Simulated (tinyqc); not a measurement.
Inside a calculation. Method: one-electron ion in a basis of Gaussians. One step of it, computed by the program tinyqc.

Problem. Matrices over normalised Gaussians. With p = a_i + a_j and I(k) = Gamma((k+1)/2) / (2 p^((k+1)/2)): S = I(2l+2), T = (2l+3) a_i a_j S / p, V = -Z I(2l+1), each divided by sqrt(S_ii S_jj).

exponents of r^l exp(-a r^2) (1/bohr^2): 2.309000  6.874000  20.460000  60.890000

Z = 5

l = 0

Give: S; T; V.

Solution.

S:
```
       1      2      3      4
1  1.000  0.808  0.469  0.230
2  0.808  1.000  0.808  0.469
3  0.469  0.808  1.000  0.808
4  0.230  0.469  0.808  1.000
```

T (hartree):
```
       1       2       3       4
1  3.463   4.191   2.920   1.534
2  4.191  10.311  12.477   8.694
3  2.920  12.477  30.690  37.137
4  1.534   8.694  37.137  91.335
```

V (hartree):
```
         1        2        3        4
1  -12.124  -13.818  -12.629  -10.309
2  -13.818  -20.919  -23.843  -21.792
3  -12.629  -23.843  -36.090  -41.134
4  -10.309  -21.792  -41.134  -62.261
```
